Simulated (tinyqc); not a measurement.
Inside a calculation: smearing for a one-band metal on the square lattice. Values are carried at full precision from step to step, so a last printed digit may differ when a step is redone from the rounded ones.

Lattice vectors (units of a): a1 = (1, 0), a2 = (0, 1). E(k) = -t A_1(k) - t2 A_2(k), A_m the sum of cos(k . R) over the 4 nearest and 4 second lattice vectors. Mesh k = sum (j_i/N) b_i, j_i = 0 .. N-1.

Inputs chosen for the exercise: t = 0.33 eV (nearest hopping); t2 = 0.08 eV (second hopping); N = 4 (unshifted mesh); ne = 1.61 (electrons per cell); sigma = 0.165 eV (width).

## Levels on the mesh

Evaluate the band and collect equal energies with their counts.

Distinct levels:
```
E_k (eV)  points
-1.6400        1
-0.6600        4
0.0000         4
0.3200         2
0.6600         4
1.0000         1
```

6 distinct levels; the mean spacing is 0.528 eV.

## Fermi level with Gaussian smearing

With x = (E_k - mu)/sigma: Gaussian f = erfc(x)/2, s = exp(-x^2)/(2 sqrt(pi)). With weights w = points/N^d (d the dimension), mu solves 2 sum w f = ne; E = 2 sum w f E_k, S = 2 sum w s, F = E - sigma S.

Weights w = points/total. Bisection from the lowest and highest level; ten steps are shown.

Bisection:
```
step  low (eV)  high (eV)  mu (eV)  electrons
1      -1.6400     1.0000  -0.3200     0.6256
2      -0.3200     1.0000   0.3400     1.2676
3       0.3400     1.0000   0.6700     1.6420
4       0.3400     0.6700   0.5050     1.4069
5       0.5050     0.6700   0.5875     1.5059
6       0.5875     0.6700   0.6288     1.5713
7       0.6288     0.6700   0.6494     1.6064
8       0.6494     0.6700   0.6597     1.6242
9       0.6494     0.6597   0.6545     1.6153
10      0.6494     0.6545   0.6520     1.6109
```

## Occupations and energies

Converge mu, then list x, f and s of each level and form the sums.

mu = 0.6514 eV

x, f and s of each level:
```
E_k (eV)       x       f       s
-1.6400   -13.89  1.0000  0.0000
-0.6600    -7.95  1.0000  0.0000
0.0000     -3.95  1.0000  0.0000
0.3200     -2.01  0.9978  0.0050
0.6600      0.05  0.4708  0.2813
1.0000      2.11  0.0014  0.0033
```

E = -0.2996 eV
S = 0.1423
F = -0.3231 eV
(E + F)/2 = -0.3114 eV

Levels with f between 0.001 and 0.999: 3. (E + F)/2 removes the term in sigma^2 for this scheme. That argument needs a smooth density of states, and the number of distinct levels within 2 sigma of mu is only 1, so it may fail on this mesh.

## Checks

- The slope dF/d sigma by finite differences against -S: both -0.14232.
- The slope dF/d ne by finite differences against mu (eV): both 0.65144.

Computed by tinyqc, a small Python program: `OMP_NUM_THREADS=1 python tinyqc.py 1650571 1650572 out.jsonl` (the numbers bound the seed that draws the inputs); one thread of a shared host (Intel(R) Xeon(R) Processor @ 2.30GHz), about 0.07 s for the whole set of steps.
